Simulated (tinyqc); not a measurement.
Physical sputtering: collision-cascade yield, angular dependence, faceting and resputtering in deposition: one step, computed by the program tinyqc. Command: `OMP_NUM_THREADS=1 python tinyqc.py 3008997 3008998 out.jsonl sputter walk`. One thread of a shared host (Intel(R) Xeon(R) Processor @ 2.30GHz), about 0.01 s of CPU time with the checks.

Ions start collision cascades; atoms that reach the surface with more than U leave. The target is amorphous or fine-grained.

Question. Yield at normal incidence. gamma = 4 M1 M2/(M1 + M2)^2; threshold E_th = 6.7 U/gamma for M1 >= M2, else U (1 + 5.7 M1/M2)/gamma. eps = 0.03255 M2 E/(Z1 Z2 (M1 + M2) z), z = (Z1^(2/3) + Z2^(2/3))^(1/2), E in eV; s_n = 3.441 sqrt(eps) ln(eps + 2.718)/(1 + 6.355 sqrt(eps) + eps (6.882 sqrt(eps) - 1.708)); S_n = 84.78 Z1 Z2 M1 s_n/((M1 + M2) z) in eV angstrom^2; alpha = 0.249 (M2/M1)^0.56 + 0.0035 (M2/M1)^1.5 for M1 <= M2, else 0.0875 (M2/M1)^(-0.15) + 0.165 M2/M1; Y0 = 0.042 Q alpha S_n/U [1 - sqrt(E_th/E)]^2.5 (the electronic-loss factor of the full formula is dropped). Erosion rate = Y0 J/(e N); 1 cm^2 = 1e14 nm^2.

Inputs (values chosen for the exercise, modelled on neon ions on cobalt):

| quantity | value | unit |
|---|---|---|
| ion Z1 | 10 | - |
| ion mass M1 | 20.2 | u |
| target Z2 | 27 | - |
| target mass M2 | 58.9 | u |
| surface binding energy U | 4.39 | eV |
| target density N | 90.9 | 1/nm^3 |
| fit factor Q | 0.89 | - |
| ion energy E | 14000 | eV |
| current density J | 0.45 | mA/cm^2 |

Constants: e = 1.602176634e-19 C.

Give: energy transfer factor gamma; threshold E_th; reduced energy eps; nuclear stopping S_n; alpha; yield Y0; erosion rate.

Answer.

energy transfer factor gamma = 0.7606

threshold E_th = 17.05 eV

reduced energy eps = 0.3403

nuclear stopping S_n = 646.6 eV angstrom^2

alpha = 0.4708

yield Y0 = 2.372 atoms per ion

erosion rate = 43.97 nm/min

The threshold factor is 0.915; the energy cost is 5900 eV per removed atom, 1340 times U. Caution: at this reduced energy electronic losses, dropped here, lower the yield slightly.
